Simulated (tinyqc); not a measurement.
A square-lattice strip 2 sites wide in a magnetic flux, recursive Green functions: two steps of the calculation.

The device has N = 3 slices of 2 site(s), nearest-neighbour hopping -t, and site energies U; the leads are semi-infinite continuations with site energy 0 and no flux. The hopping from slice i to i + 1 inside the device carries the phase exp(2 pi i f j) on row j = 1, 2, ...: V = <i+1|H|i> = -t diag(exp(2 pi i f j)).

Parameters, values chosen for the exercise:
- t = 2.8 eV (hopping (matrix element -t))
- U = [0.97, 1.62, -0.93, 0.94, 0.81, 0.89] eV (site energies, slice by slice (2 a slice))
- E = 3.76 eV (energy)

Task 1. Slice 3. Forward pass: g_1 = (E - H_1 - Sigma)^(-1), g_i = (E - H_i - V g_(i-1) V^dagger)^(-1), with Sigma also subtracted on the last slice; G_(i,1) = g_i V G_(i-1,1), starting from g_1. H_i is the block of slice i: its site energies on the diagonal and -t between neighbouring rows.

g_2 (1/eV):
```
                        1                        2
1  0.21836759-0.12985249i  -0.04900524+0.06663969i
2  0.05837923+0.30995959i   0.24706703-0.29525509i
```

G_(2,1) (1/eV):
```
                         1                        2
1  -0.08233092+0.13271048i  -0.05200064-0.17261808i
2  -0.07283169-0.40467519i   0.00943543+0.05062418i
```

V (eV):
```
                       1                     2
1  -1.9167319-2.0411122i  0.0000000+0.0000000i
2   0.0000000+0.0000000i  0.1758135-2.7944748i
```

Sigma (eV):
```
                      1                     2
1  1.0258337-1.3792752i  0.5458337+1.3792752i
2  0.5458337+1.3792752i  1.0258337-1.3792752i
```

Wanted: g_3; G_(3,1).

Result 1.

g_3 (1/eV):
```
                1               2
1  0.1722-0.1067i  0.1566+0.0374i
2  0.2663+0.0688i  0.1036-0.0817i
```

G_(3,1) (1/eV):
```
                 1                2
1  -0.1195-0.0826i   0.0262+0.1048i
2   0.0125+0.1137i  -0.0840+0.0855i
```

Task 2. Transmission and its channels. T(E) = Tr[Gamma G_(N,1) Gamma G_(N,1)^dagger]. The non-zero eigenvalues T_n of the matrix under the trace are the channel transmissions; Fano factor sum T_n (1 - T_n)/sum T_n.

G_(3,1) (1/eV):
```
                         1                        2
1  -0.11949555-0.08261173i   0.02619194+0.10480804i
2   0.01249186+0.11368557i  -0.08396558+0.08548216i
```

Gamma (eV):
```
            1           2
1   2.7585503  -2.7585503
2  -2.7585503   2.7585503
```

Find: T(E); T_n; Fano factor.

Result 2.

T(E) = 0.8000
T_n: 0.8000
Fano factor = 0.2000

With 1 open mode(s) in the leads T(E) cannot exceed 1. Inverting the whole matrix gives the same value.

tinyqc, about 0.02 s, one thread, Intel Xeon 2.30GHz (shared host): `OMP_NUM_THREADS=1 python tinyqc.py 2660101 2660102 out.jsonl`
